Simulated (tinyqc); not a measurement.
Comparisons within one model: donors on two lattice sites with valley-orbit split states. A value that a table varies takes the place of the one given here.

Each donor binds at most one electron, in any of its states. For a site s, W_s = sum over its states of g exp(E/kT), and the ionised share is 1/(1 + W_s exp(eta)), eta = (EF - Ec)/kT; n = Nc F_1/2(eta); neutrality n + NA = ND x (mean ionised share, the two sites in equal numbers); holes are neglected. Nc from N = 2 (m kB T/(4 pi c))^(3/2) with c = hbar^2/2m0, in 1/angstrom^3; times 1e24 for 1/cm^3, m = md. F_j(eta) = (1/Gamma(j + 1)) integral_0^infinity x^j dx/(1 + exp(x - eta)), which tends to exp(eta) for eta << 0.

Mobility (Caughey-Thomas form): mu = mu0 + (mu1 (T/300)^(-ga) - mu0)/(1 + ((ND + NA)/Nr)^de); rho = 1/(e n mu), e = 1.602176634e-19 C.

Constants: hbar^2/2m0 = 3.80998211 eV angstrom^2; kB = 8.617333262e-05 eV/K.

Parameters, chosen for this exercise (near those of nitrogen in 4H-SiC; not measured data): md = 0.789 m0 (density-of-states mass of the conduction band); E = (65.4, 57.8, 130.6, 83) meV (binding energies of h ground, h excited, k ground, k excited); g = (2, 4, 2, 4) (their degeneracies with spin); ND = 5.3e+17 1/cm^3 (donors, half on each site); NA = 1.5e+17 1/cm^3 (compensating acceptors, all ionised); T = 225 K; mu0 = 38 cm^2/(V s) (mobility at heavy doping); mu1 = 906 cm^2/(V s) (mobility at light doping and 300 K); Nr = 1.8e+17 1/cm^3 (reference doping); de = 0.61 (doping exponent); ga = 2.4 (temperature exponent).

## What the excited states change

The last columns keep only the ground state of each site (g = 2).

Results:
```
T (K)  effective degeneracy, h site     eta  n (1/cm^3)  n, ground states only  ratio
40                             2.44  -20.13    1.55e+09               1.89e+09  0.819
60                             2.92  -13.99    1.33e+12               1.94e+12  0.685
80                             3.33  -10.95    4.23e+13               7.04e+13  0.601
110                            3.79   -8.50    7.94e+14               1.48e+15  0.535
150                            4.22   -6.80    6.91e+15               1.29e+16  0.536
200                            4.57   -5.77    2.99e+16               4.72e+16  0.634
250                            4.81   -5.28    6.77e+16               9.32e+16  0.727
300                            4.98   -5.05    1.12e+17               1.44e+17  0.779
400                            5.21   -4.92    1.96e+17               2.37e+17  0.830
500                            5.35   -4.99    2.57e+17               2.97e+17  0.867
```

The effective degeneracy grows from 2.44 to 5.35. Excited states hold electrons back, so the ratio is never above 1; it is lowest, 0.535, at 110 K of those listed, and 0.779 at 300 K. At low T the excited states empty out, and at high T more donors are ionised (n is 68 % of ND - NA in the last row), so the effect is largest in between.

## Ionisation and resistivity against doping

NA = 0.

Results:
```
ND (1/cm^3)  n (1/cm^3)   n/ND  mu (cm^2/(V s))  rho (ohm cm)  rho at full ionisation
1.0e+14        9.91e+13  0.991             1789          35.2                    34.9
1.0e+15        9.26e+14  0.926             1736          3.89                    3.60
1.0e+16        6.90e+15  0.690             1548         0.584                   0.403
3.0e+16        1.64e+16  0.548             1363         0.279                   0.153
1.0e+17        4.01e+16  0.401             1079         0.144                  0.0578
3.0e+17        8.41e+16  0.280              786        0.0944                  0.0265
1.0e+18        1.76e+17  0.176              498        0.0713                  0.0125
2.0e+18        2.62e+17  0.131              369        0.0647                 0.00846
```

From 1e16 to 1e18 1/cm^3 rho falls by a factor 8.2, not 100: the mobility takes a factor 3.11 and incomplete ionisation 3.92. n/ND is below 0.9 from 1e+16 1/cm^3 on. Near 1e19 1/cm^3 and above the levels merge with the band, and already below that screening lowers the binding energy, so the last rows understate n.

## Compensation sets the slope of the freeze-out

NA = K ND. The slope energy is -d ln(n T^(-p))/d(1/kT) between 50 and 60 K, with p = 3/4 for K = 0 and p = 3/2 otherwise.

Results:
```
K       n(50 K) (1/cm^3)  n(60 K) (1/cm^3)  slope energy (meV)
0               1.74e+14          6.76e+14               31.59
0.0010          5.18e+13          4.61e+14               49.43
0.010           5.58e+12          8.34e+13               62.85
0.050           1.03e+12          1.56e+13               63.22
0.20            1.71e+11          2.59e+12               63.24
0.50            6.84e+07          3.82e+09               96.92
```

Without acceptors the slope is 31.59 meV, against half the h-site ground-state energy, 32.70; with K = 0.05 it is 63.22 meV, against the full 65.4. The full energy (less a few meV where excited levels lie within a few kT) shows where n is far below NA, since the acceptors then hold EF near the donor level: n(60 K)/NA is 0.87 for K = 0.001 and 0.00059 for K = 0.05; where it is not small, the slope falls short of the full energy. At K = 0.5 the acceptors have taken as many electrons as there are h sites, EF sits between the two levels, and the slope is 96.9 meV against their mean of 98.0.

## What moves the carrier density

All results formed anew. Each row changes one parameter from the base and keeps the others.

Results:
```
case                                eta  n (1/cm^3)  rho (ohm cm)
base                             -5.482   4.747e+16        0.2258
E = (70.4, 57.8, 130.6, 83) meV  -5.536   4.496e+16        0.2384
md = 0.868 m0                    -5.534   5.200e+16        0.2061
ND = 1.06e+18 1/cm^3             -4.661   1.077e+17        0.1262
NA = 2.03e+17 1/cm^3             -5.902   3.119e+16        0.3540
T = 255 K                        -5.252   7.201e+16        0.1978
Nr = 3.6e+17 1/cm^3              -5.482   4.747e+16        0.1746
```

The largest shifts from the base row, up to three for each result and ties (the steps differ in size, so this ranks the rows, not the parameters). eta: ND +0.821, NA -0.420, T +0.229; unchanged at the printed digits by Nr. n (1/cm^3): ND +6.02e+16, T +2.45e+16, NA -1.63e+16; unchanged at the printed digits by Nr. rho (ohm cm): NA +0.128, ND -0.0996, Nr -0.0512.

Computed by tinyqc, a small Python program: `OMP_NUM_THREADS=1 python tinyqc.py 1651970 1651971 out.jsonl` (the numbers bound the seed that draws the inputs); one thread of a shared host (Intel(R) Xeon(R) Processor @ 2.30GHz), about 0.03 s for the whole set of steps.
